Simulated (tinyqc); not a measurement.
Inside a calculation. Model: deep-level transient spectroscopy (DLTS) of one majority-carrier trap. Computed by tinyqc, a small Python program that keeps every step. Command: `OMP_NUM_THREADS=1 python tinyqc.py 3026670 3026671 out.jsonl dlts walk`. One thread of a shared host (Intel(R) Xeon(R) Processor @ 2.30GHz), about 0.06 s of CPU time with the checks. Intermediate numbers are printed to about 6 digits and carried at full precision; extremes and crossings named in words are read from the listed rows.

A filling pulse loads the traps in a one-sided junction; under reverse bias they empty at the rate e, and the capacitance relaxes as C(t) = C_0 - dC exp(-e t). The signal is S = [C(t_2) - C(t_1)]/dC.

Inputs (values chosen for the exercise, with mass and screening modelled on GaAs): density-of-states mass m = 0.0693 m_0; valleys M = 1; trap depth E_t = 0.3 eV; cross-section sigma_0 = 3.3e-16 cm^2; degeneracy ratio g = 1; gate time t_1 = 0.0006 s; ratio t_2/t_1 = 2.5; temperature T = 161 K; doping N = 4.6e+16 cm^-3; trap density N_t = 2.5e+15 cm^-3; dielectric constant eps = 13.3; built-in voltage V_b = 0.98 V; reverse bias V_r = 1.5 V; diode area = 0.0015 cm^2; mean field F = 88000 V/cm.

Carriers: electrons. Extra term: Poole-Frenkel lowering.

Constants: k_B = 8.617333262e-05 eV/K; k_B = 1.380649e-23 J/K; m_0 = 9.1093837015e-31 kg; h = 6.62607015e-34 J s; e = 1.602176634e-19 C; eps_0 = 8.8541878128e-12 F/m.

## Emission rate at T

e = g sigma v N_b exp(-E/k_B T), v = sqrt(3 k_B T/m), N_b = 2 M (2 pi m k_B T/h^2)^(3/2), sigma = sigma_0, E = E_t - dE with the one-dimensional Poole-Frenkel lowering dE = sqrt(e^3 F/(pi eps eps_0)), F being held as an input apart from the bias (the centre is charged when empty).

thermal velocity v = 3.25016e+07 cm/s

N_b = 1.79982e+17 cm^-3

sigma = 3.30e-16 cm^2

E = 0.238266 eV

emission rate e = 67.1738 1/s

## Rate window and signal

S(e) = exp(-e t_1) - exp(-e t_2) peaks at the rate window e_0 = ln(t_2/t_1)/(t_2 - t_1).

rate window e_0 = 1018.10 1/s

peak height S_max = 0.325730

signal at T = 0.0563478

At this T the trap empties slower than the window, by a factor 15.2: the point lies on the low-temperature side of the peak.

## Peak temperature and width

T_p solves e(T) = e_0 (bisection between 15 and 1500 K); the half-height points solve S = S_max/2 on either side.

peak temperature T_p = 187.348 K

lower half-height point = 172.002 K

upper half-height point = 199.766 K

full width = 27.7643 K

The width is 14.8 % of T_p, and E_t is 18.6 k_B T_p.

## Peaks for six windows

t_1 is scaled by 0.1, 0.3, 1, 3, 10 and 30 at fixed t_2/t_1; each T_p by bisection.

Arrhenius data:
```
t_1 (s)    e_0 (1/s)  T_p (K)  1/(k_B T_p) (1/eV)  ln(e_0/T_p^2)
0.00006  1.01810e+04  216.884             53.5058       -1.53044
0.00018  3.39367e+03  201.780             57.5107       -2.48469
0.00060  1.01810e+03  187.348             61.9409       -3.54025
0.00180  3.39367e+02  175.781             66.0168       -4.51140
0.00600  1.01810e+02  164.565             70.5164       -5.58350
0.01800  3.39367e+01  155.454             74.6492       -6.56820
```

## Arrhenius fit

Least squares of ln(e_0/T_p^2) on 1/(k_B T_p): slope -E_a, intercept ln(gamma sigma_a) with gamma = v N_b/T^2 = sqrt(3 k_B/m) 2 M (2 pi m k_B/h^2)^(3/2). For comparison, the slope of ln e_0 alone.

apparent depth E_a = 0.238266 eV

intercept = 11.2182

gamma = 2.25674e+20 cm^-2 s^-1 K^-2

apparent cross-section = 3.30000e-16 cm^2

slope without T^2 = 0.269712 eV

The apparent depth is 0.2383 eV against E_t = 0.3 eV, and the apparent cross-section is 1.000 times sigma_0: the field lowers the slope, so the depth must be extrapolated to zero field against sqrt(F). Leaving out the T^2 factor overstates the slope by 31 meV, about 2 k_B T_p.

## Signal size and trap density

W = sqrt(2 eps eps_0 (V_b + V_r)/(e N)), C_0 = eps eps_0 area/W. The pulse goes to zero bias, W_0 = W(V_r = 0). Traps within lambda = sqrt(2 eps eps_0 (E_t - E_F)/(e^2 N)) of the depletion edge stay filled, with E_F = k_B T_p ln(N_b/N) from the band, N_b = 2 M (2 pi m k_B T_p/h^2)^(3/2) (dopants taken as fully ionised). dC = C_0 (N_t/2N) f, f = [(W - lambda)^2 - max(W_0 - lambda, 0)^2]/W^2. The simple estimate is 2 N dC/C_0.

depletion width W = 0.281518 micrometre

C_0 = 62.7458 pF

lambda = 0.0936263 micrometre

f = 0.357813

transient amplitude dC = 610.090 fF

simple estimate of N_t = 8.94534e+14 cm^-3

The simple estimate finds 36 % of the traps. Caution: N_t is not very small against the doping, so the transient is not exactly a single exponential.

Checks made by the program: the maximum of S(T) on a fine grid against T_p (relative difference below 1e-10).
